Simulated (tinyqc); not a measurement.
Physical sputtering: collision-cascade yield, angular dependence, faceting and resputtering in deposition: one step, computed by the program tinyqc. Command: `OMP_NUM_THREADS=1 python tinyqc.py 3015094 3015095 out.jsonl sputter walk`. One thread of a shared host (Intel(R) Xeon(R) Processor @ 2.30GHz), about 0.01 s of CPU time with the checks.

Ions start collision cascades; atoms that reach the surface with more than U leave. The target is amorphous or fine-grained.

Question. Yield at normal incidence. gamma = 4 M1 M2/(M1 + M2)^2; threshold E_th = 6.7 U/gamma for M1 >= M2, else U (1 + 5.7 M1/M2)/gamma. eps = 0.03255 M2 E/(Z1 Z2 (M1 + M2) z), z = (Z1^(2/3) + Z2^(2/3))^(1/2), E in eV; s_n = 3.441 sqrt(eps) ln(eps + 2.718)/(1 + 6.355 sqrt(eps) + eps (6.882 sqrt(eps) - 1.708)); S_n = 84.78 Z1 Z2 M1 s_n/((M1 + M2) z) in eV angstrom^2; alpha = 0.249 (M2/M1)^0.56 + 0.0035 (M2/M1)^1.5 for M1 <= M2, else 0.0875 (M2/M1)^(-0.15) + 0.165 M2/M1; Y0 = 0.042 Q alpha S_n/U [1 - sqrt(E_th/E)]^2.5 (the electronic-loss factor of the full formula is dropped). Erosion rate = Y0 J/(e N); 1 cm^2 = 1e14 nm^2.

Inputs (values chosen for the exercise, modelled on gallium ions on germanium):

| quantity | value | unit |
|---|---|---|
| ion Z1 | 31 | - |
| ion mass M1 | 69.7 | u |
| target Z2 | 32 | - |
| target mass M2 | 72.6 | u |
| surface binding energy U | 3.85 | eV |
| target density N | 44.2 | 1/nm^3 |
| fit factor Q | 0.58 | - |
| ion energy E | 64 | eV |
| current density J | 0.34 | mA/cm^2 |

Constants: e = 1.602176634e-19 C.

Give: energy transfer factor gamma; threshold E_th; reduced energy eps; nuclear stopping S_n; alpha; yield Y0; erosion rate.

Answer.

energy transfer factor gamma = 0.99958

threshold E_th = 24.929 eV

reduced energy eps = 2.3989e-04

nuclear stopping S_n = 447.66 eV angstrom^2

alpha = 0.25847

yield Y0 = 0.063421 atoms per ion

erosion rate = 1.8270 nm/min

The threshold factor is 0.087; the energy cost is 1010 eV per removed atom, 262 times U. Caution: within a few times the threshold, cascades are short and these fits are rough.
